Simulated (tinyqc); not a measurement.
Interface roughness in a thin film (subband fluctuation and scattering): one step. Sensitivity of the level to thickness. Four cases, with inputs chosen for the exercise.

Task: Give E1, G, the hard-wall values and the rms fluctuation G D.

Square well of width t, barriers V0, c = hbar^2/2m0: E1 solves k t + 2 atan[(k/mz)/(kappa/mb)] = pi, k = sqrt(mz E/c), kappa = sqrt(mb (V0 - E)/c). One interface is rough, so the subband edge fluctuates by G dt with G = |dE1/dt| (central difference of 0.01 angstrom; 2 E1/t for hard walls).

Constants: hbar^2/2m0 = 3.80998211 eV angstrom^2.

Case 1.

Values chosen (near those of a thin Si channel on (100), two-fold valleys; the results hold for these values, not for the real material): t = 20 angstrom (film thickness); mz = 0.905 m0 (confinement mass); V0 = 2.99 eV (barrier); mb = 0.46 m0 (barrier mass); D = 1.9 angstrom (rms height of the roughness).

Case 2.

Values chosen (near those of a thin GaN channel; the results hold for these values, not for the real material): t = 48 angstrom (film thickness); mz = 0.202 m0 (confinement mass); V0 = 1.92 eV (barrier); mb = 0.32 m0 (barrier mass); D = 3.4 angstrom (rms height of the roughness).

Case 3.

Values chosen (near those of a thin Si channel on (100), two-fold valleys; the results hold for these values, not for the real material): t = 34 angstrom (film thickness); mz = 0.916 m0 (confinement mass); V0 = 2.92 eV (barrier); mb = 0.53 m0 (barrier mass); D = 1.4 angstrom (rms height of the roughness).

Case 4.

Values chosen (near those of a thin Si channel on (100), two-fold valleys; the results hold for these values, not for the real material): t = 28 angstrom (film thickness); mz = 0.906 m0 (confinement mass); V0 = 3.19 eV (barrier); mb = 0.51 m0 (barrier mass); D = 3.7 angstrom (rms height of the roughness).

Give: E1; G = |dE1/dt|; hard walls: E1 (meV) and G (meV/angstrom); G D.

Result:

Case 1.

E1 = 88.17 meV
G = |dE1/dt| = 8.1100 meV/angstrom

hard walls: E1 (meV) and G (meV/angstrom): [103.876, 10.388]

G D = 15.41 meV

Hard walls overstate G by a factor 1.28, and the scattering rate, which goes as G^2, by 1.64.

Case 2.

E1 = 59.61 meV
G = |dE1/dt| = 2.1337 meV/angstrom

hard walls: E1 (meV) and G (meV/angstrom): [80.796, 3.366]

G D = 7.25 meV

Hard walls overstate G by a factor 1.58, and the scattering rate, which goes as G^2, by 2.49.

Case 3.

E1 = 31.99 meV
G = |dE1/dt| = 1.7855 meV/angstrom

hard walls: E1 (meV) and G (meV/angstrom): [35.512, 2.089]

G D = 2.50 meV

Hard walls overstate G by a factor 1.17, and the scattering rate, which goes as G^2, by 1.37.

Case 4.

E1 = 46.95 meV
G = |dE1/dt| = 3.1569 meV/angstrom

hard walls: E1 (meV) and G (meV/angstrom): [52.939, 3.781]

G D = 11.68 meV

Hard walls overstate G by a factor 1.20, and the scattering rate, which goes as G^2, by 1.43.

Computed by tinyqc, one run a case: `OMP_NUM_THREADS=1 python tinyqc.py N N+1 out.jsonl` with N = 1281957, 1282044, 1282072, 1282290; one thread of a shared Intel(R) Xeon(R) Processor @ 2.30GHz, about 0.02 s a run at most.
